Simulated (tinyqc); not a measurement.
Single-electron transistor, orthodox theory and master equation: two steps of the calculation.

A metal island with n extra electrons joins the left lead (voltage V) and the right lead (0 V) by tunnel junctions and couples to a gate. Cs = CL + CR + Cg. Adding electron n + 1 costs mu(n) = [q (n + 1/2) - CL V - Cg Vg]/Cs (in volts); the Fermi levels are -V (left) and 0 (right). A jump that gains the energy W has the rate G(W) = (W/q)/(R [1 - exp(-W/Vt)]), W in volts, Vt = kB T/q. Sequential tunnelling only; I > 0 flows from left to right.

Parameters, values chosen for the exercise:
```
symbol  value  unit                            meaning
CL          3    aF   capacitance of the left junction
CR          2    aF  capacitance of the right junction
Cg       0.32    aF                   gate capacitance
T          20     K                        temperature
V          61    mV              bias of the left lead
Vg        300    mV                       gate voltage
n0         -1                 lowest charge state kept
n1          2                highest charge state kept
```

Constants: q = 1.602176634e-19 C, kB = 1.380649e-23 J/K, Vt = kB T/q. Results are converted to the units shown.

Problem 1. Charging energy and addition levels. q/Cs, the gate period q/Cg, and mu(n) for the transitions kept.

Give: q/Cs; q/Cg; kB T/(q^2/Cs); mu(n).

Solution 1.

q/Cs = 30.116 mV
q/Cg = 500.68 mV
kB T/(q^2/Cs) = 0.057227
mu(n), n to n + 1, n -1 to 1 (mV): [-67.502, -37.386, -7.269]

Problem 2. Probabilities and current. Steady state: p(n + 1)/p(n) = (sum of on rates)/(sum of off rates), normalised. I = q sum_n [p(n + 1) (off to left) - p(n) (on from left)].

on from left, n to n + 1, n -1 to 1 (1/ns): [76.917259, 3.0584158e-4, 1.7931469e-11]
on from right, n to n + 1, n -1 to 1 (1/ns): [15.604156, 8.6423074, 1.7055801]
off to left, n to n + 1, n -1 to 1 (1/ns): [1.7687953, 272.94430, 621.03644]
off to right, n to n + 1, n -1 to 1 (1/ns): [1.5260564e-16, 3.2800747e-9, 0.025121749]

Wanted: p(n); I; mean n.

Solution 2.

p(n), n -1 to 2: [0.018192, 0.95159, 0.030132, 8.2748e-5]
I = 1.3713 nA
mean n = 0.012105

Two plain resistors in series would pass 2.21 nA; this is 61.9 % of that. 3 charge states hold more than 1 % each.

Range of the model: Cotunnelling, which dominates deep in the blockade, is left out.

Program tinyqc, `OMP_NUM_THREADS=1 python tinyqc.py 2780022 2780023 out.jsonl`; Intel Xeon 2.30GHz, shared host, one thread, about 0.01 s.
